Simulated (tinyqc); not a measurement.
Thickness, silicon consumed, volume change, sheet resistance: thermodynamics of metal silicides: hull, first phase, silicon consumed, nucleation and stability against SiO2. Computed by tinyqc, a small Python program. Command: `OMP_NUM_THREADS=1 python tinyqc.py 3011655 3011656 out.jsonl silphase walk`. One thread of a shared host (Intel(R) Xeon(R) Processor @ 2.30GHz), about 0.01 s of CPU time with the checks.

Entropies of formation of the solids are neglected, so heats stand for free energies. Si fractions: M5Si3 0.3750, MSi 0.5000, MSi2 0.6667.

Inputs (values chosen for the exercise, of the order of those of titanium silicides for heats and volumes only): molar volume of M = 10.64 cm^3/mol; molar volume of Si = 12.06 cm^3/mol; metal thickness t = 27 nm.

Phases: M5Si3, MSi, MSi2.

volumes of the three phases per mole of M (cm^3/mol): 15.3  17.7  26.1

resistivities of the three phases (microohm cm): 65  18  28

Method. Per phase M_a Si_b, for ample silicon (not limited to t_Si): silicide thickness = t V/V_M; silicon consumed = t (b/a) V_Si/V_M; net volume change = V/(V_M + (b/a) V_Si) - 1; the top surface lies (silicide thickness - silicon consumed) above the old interface; sheet resistance = resistivity/thickness.

Films:
```
phase  thickness (nm)  Si consumed (nm)  volume change (%)  top above old interface (nm)  sheet resistance (ohm)
M5Si3          38.825            18.362            -14.410                        20.463                  16.742
MSi            44.915            30.603            -22.026                        14.312                   4.008
MSi2           66.231            61.207            -24.914                         5.024                   4.228
```

silicon consumed by MSi = 30.603 nm

sheet resistance of MSi = 4.0075 ohm

For a given sheet resistance the silicon consumed goes as resistivity x (b/a)/V: M5Si3 2.55, MSi 1.02, MSi2 2.15. It is least for MSi, which matters on shallow junctions and thin silicon. All three reactions shrink the total volume.

Extremes, crossings and ranges named in words are read from the listed rows.
